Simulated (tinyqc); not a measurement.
Photoconductance decay in a wafer: bulk and surface recombination modes, and iron detection by pair splitting: one step, computed by the program tinyqc. Command: `OMP_NUM_THREADS=1 python tinyqc.py 3110310 3110311 out.jsonl pcd walk`. One thread of a shared host (Intel(R) Xeon(R) Processor @ 2.30GHz), about 0.01 s of CPU time with the checks.

Both faces of the wafer have the same S; injection is low and all coefficients are constant. x runs from -W/2 to W/2.

Problem. Decay rates of the even modes. Even modes cos(a x) obey b tan b = S W/(2 D) with b = a W/2, odd modes sin(a x) obey -b cot b = S W/(2 D); each decays at the rate 1/tau_b + D a^2.

Inputs (values chosen for the exercise, modelled on p-type silicon):

| quantity | value | unit |
|---|---|---|
| thickness W | 300 | micrometre |
| diffusivity D | 32.5 | cm^2/s |
| bulk lifetime tau_b without iron | 13 | microsecond |
| surface recombination velocity S | 98000 | cm/s |

Give: the table «The first four even modes: b, surface rate and decay time» with the columns b_n, surface rate D a^2 (1/s), decay time (microsecond), for n = 0, 1, 2, 3.

Solution.

The first four even modes: b, surface rate and decay time:

| n | b_n | surface rate D a^2 (1/s) | decay time (microsecond) |
|---|---|---|---|
| 0 | 1.537 | 3.4116e+05 | 2.3919 |
| 1 | 4.611 | 3.0708e+06 | 0.3177 |
| 2 | 7.686 | 8.5323e+06 | 0.1162 |
| 3 | 10.762 | 1.6730e+07 | 0.0595 |
